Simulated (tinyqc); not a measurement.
Inside a calculation. Method: Hubbard ring of 3 sites. One step of it, computed by the program tinyqc.

Problem. Mean-field iteration 3. H(up) = T + U n(down), H(down) = T + U n(up); fill the lowest levels; n(new) = n + mixing (n(out) - n); E = tr T (rho up + rho down) + U sum n_up n_down of the output.

one-body matrix (hopping and site energies) (eV), order 1, 2, 3:
```
[[0.000000, -1.150000, -1.150000],
 [-1.150000, 0.000000, -1.150000],
 [-1.150000, -1.150000, 0.000000]]
```

U = 9.200000 eV

electrons, up and down: [2, 1]

mixing = 1

n(up) after iteration 2: [0.966871, 0.642030, 0.391100]

n(down) after iteration 2: [0.059177, 0.852621, 0.088202]

Give: levels, up; levels, down; energy; n(up) after iteration 3; n(down) after iteration 3.

Solution.

levels, up (eV): [-0.785, 1.834, 8.151]

levels, down (eV): [2.749, 6.266, 9.385]

energy = 5.486 eV

n(up) after iteration 3: [0.984, 0.034, 0.982]

n(down) after iteration 3: [0.058, 0.167, 0.775]
